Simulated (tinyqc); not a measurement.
Inside a calculation. Method: plane-wave Kohn-Sham cycle with exchange-only LDA in a layered model solid. Computed by tinyqc, a small Python program that keeps every step. Settings: points = 16, plane-wave index or count = 2, electrons = 4, k points = 1, area = 36.0, mixing = 0.3, iteration cap = 71. Command: `OMP_NUM_THREADS=1 python tinyqc.py 22275 22276 out.jsonl` (the two numbers bound the seeds that draw the settings). One thread of a shared host (Intel(R) Xeon(R) Processor @ 2.60GHz), about 0.02 s of CPU time with the checks. Later iterations appear only in the table of the cycle.

## Iteration 1: potential

A solid whose potential varies along x alone (atomic units):
```
parameter                      value
period a                    5.600000
cross-section of the cell  36.000000
electrons per cell                 4
grid points                       16
plane waves -n..n, n               2
k points                           1
V1 in V1 cos(2 pi x/a)     -0.540000
```

density at the start, on the grid x_j = j a/N (e/bohr^3): 0.01984127  0.01984127  0.01984127  0.01984127  0.01984127  0.01984127  0.01984127  0.01984127  0.01984127  0.01984127  0.01984127  0.01984127  0.01984127  0.01984127  0.01984127  0.01984127

V_H(G) = 4 pi rho(G)/G^2 for G != 0 (uniform background); v_x = -(3 rho/pi)^(1/3); V = V_ext + V_H + v_x; Fourier components f(G_m) = (1/N) sum_j f(x_j) exp(-i G_m x_j).

Potentials on the grid (hartree):
```
x             V_ext       V_H        v_x          V
0.000000  -0.540000  0.000000  -0.266592  -0.806592
0.350000  -0.498895  0.000000  -0.266592  -0.765487
0.700000  -0.381838  0.000000  -0.266592  -0.648430
1.050000  -0.206649  0.000000  -0.266592  -0.473241
1.400000          0  0.000000  -0.266592  -0.266592
1.750000   0.206649  0.000000  -0.266592  -0.059943
2.100000   0.381838  0.000000  -0.266592   0.115246
2.450000   0.498895  0.000000  -0.266592   0.232303
2.800000   0.540000  0.000000  -0.266592   0.273408
3.150000   0.498895  0.000000  -0.266592   0.232303
3.500000   0.381838  0.000000  -0.266592   0.115246
3.850000   0.206649  0.000000  -0.266592  -0.059943
4.200000          0  0.000000  -0.266592  -0.266592
4.550000  -0.206649  0.000000  -0.266592  -0.473241
4.900000  -0.381838  0.000000  -0.266592  -0.648430
5.250000  -0.498895  0.000000  -0.266592  -0.765487
```

V(G_m), m = 0, 1, 2, ... (hartree): -0.266592  -0.270000  0.000000  0.000000  0.000000

## Iteration 1: Hamiltonian at one k

k = 0.000000 2 pi / a

H(m,m') = (k + G_m)^2/2 delta + V(G_m - G_m'), with V(-G) = V(G).

H (hartree), lower triangle:
```
           -2         -1         +0         +1        +2
-2   2.251164
-1  -0.270000   0.362847
+0   0.000000  -0.270000  -0.266592
+1   0.000000   0.000000  -0.270000   0.362847
+2   0.000000   0.000000   0.000000  -0.270000  2.251164
```

## Iteration 1: levels at that k

Diagonalise the Hermitian matrix.

eigenvalues (hartree): -0.451714  0.325000  0.508991  2.289012  2.290143

## Iteration 1: new density

Motion across x is left out: the lowest 2 band(s) hold two electrons at each of the k points (j + 1/2)/nk - 1/2. Residual R = rho(out) - rho(in); rho(new) = rho(in) + 0.3 R. rho(out) = 2/(a A nk) sum |psi|^2 with psi = sum c exp(i G x). Harris energy E = band energy - dV sum rho (V_H/2 + v_x) + (3/4) dV sum rho v_x with rho(in), dV = a A/N, band energy = (2/nk) sum of the filled levels.

rho(out) (e/bohr^3): 0.02466911  0.02719581  0.03164505  0.03217926  0.02641566  0.01704464  0.00838223  0.00294536  0.00117516  0.00294536  0.00838223  0.01704464  0.02641566  0.03217926  0.03164505  0.02719581

density after iteration 1 (e/bohr^3): 0.02128962  0.02204763  0.02338240  0.02354267  0.02181359  0.01900228  0.01640356  0.01477250  0.01424144  0.01477250  0.01640356  0.01900228  0.02181359  0.02354267  0.02338240  0.02204763

energy per cell = 0.01316435 hartree

## Iteration 2: potential

As before.

Potentials on the grid (hartree):
```
x             V_ext        V_H        v_x          V
0.000000  -0.540000   0.036353  -0.272927  -0.776574
0.350000  -0.498895   0.035134  -0.276128  -0.739889
0.700000  -0.381838   0.030439  -0.281592  -0.632991
1.050000  -0.206649   0.020451  -0.282234  -0.468432
1.400000          0   0.005019  -0.275148  -0.270129
1.750000   0.206649  -0.013308  -0.262780  -0.069439
2.100000   0.381838  -0.030374  -0.250209   0.101254
2.450000   0.498895  -0.042278  -0.241625   0.214992
2.800000   0.540000  -0.046520  -0.238694   0.254786
3.150000   0.498895  -0.042278  -0.241625   0.214992
3.500000   0.381838  -0.030374  -0.250209   0.101254
3.850000   0.206649  -0.013308  -0.262780  -0.069439
4.200000          0   0.005019  -0.275148  -0.270129
4.550000  -0.206649   0.020451  -0.282234  -0.468432
4.900000  -0.381838   0.030439  -0.281592  -0.632991
5.250000  -0.498895   0.035134  -0.276128  -0.739889
```

V(G_m), m = 0, 1, 2, ... (hartree): -0.265691  -0.258719  0.002301  0.000839  0.000089

## Iteration 2: Hamiltonian at one k

k = 0.000000 2 pi / a

As before.

H (hartree), lower triangle:
```
           -2         -1         +0         +1        +2
-2   2.252065
-1  -0.258719   0.363748
+0   0.002301  -0.258719  -0.265691
+1   0.000839   0.002301  -0.258719   0.363748
+2   0.000089   0.000839   0.002301  -0.258719  2.252065
```

## Iteration 2: levels at that k

As before.

eigenvalues (hartree): -0.437329  0.326459  0.501980  2.286964  2.287862

## Iteration 2: new density

As before.

rho(out) (e/bohr^3): 0.02417609  0.02674262  0.03133858  0.03213081  0.02662877  0.01737906  0.00866691  0.00311258  0.00128554  0.00311258  0.00866691  0.01737906  0.02662877  0.03213081  0.03133858  0.02674262

density after iteration 2 (e/bohr^3): 0.02215556  0.02345613  0.02576926  0.02611911  0.02325814  0.01851532  0.01408256  0.01127452  0.01035467  0.01127452  0.01408256  0.01851532  0.02325814  0.02611911  0.02576926  0.02345613

energy per cell = 0.03704002 hartree

## Convergence

Stop when sqrt(dV sum R^2) is below 1e-8, dV = a A/N.

Course of the cycle:
```
iteration  E (hartree)  norm of the residual
1           0.01316435              1.59e-01
2           0.03704002              1.09e-01
3           0.04632914              7.45e-02
4           0.04961069              5.12e-02
5           0.05058932              3.53e-02
6           0.05076796              2.44e-02
7           0.05071566              1.69e-02
8           0.05062676              1.17e-02
9           0.05055532              8.15e-03
10          0.05050834              5.68e-03
11          0.05048029              3.97e-03
...                ...                   ...
38          0.05044645              2.97e-07
39          0.05044645              2.09e-07
40          0.05044645              1.48e-07
41          0.05044645              1.04e-07
42          0.05044645              7.35e-08
43          0.05044645              5.19e-08
44          0.05044645              3.66e-08
45          0.05044645              2.58e-08
46          0.05044645              1.82e-08
47          0.05044645              1.29e-08
48          0.05044645              9.07e-09
```

Converged in 48 iterations. Before convergence this energy mixes input and output and is not variational, so it may rise towards its limit.
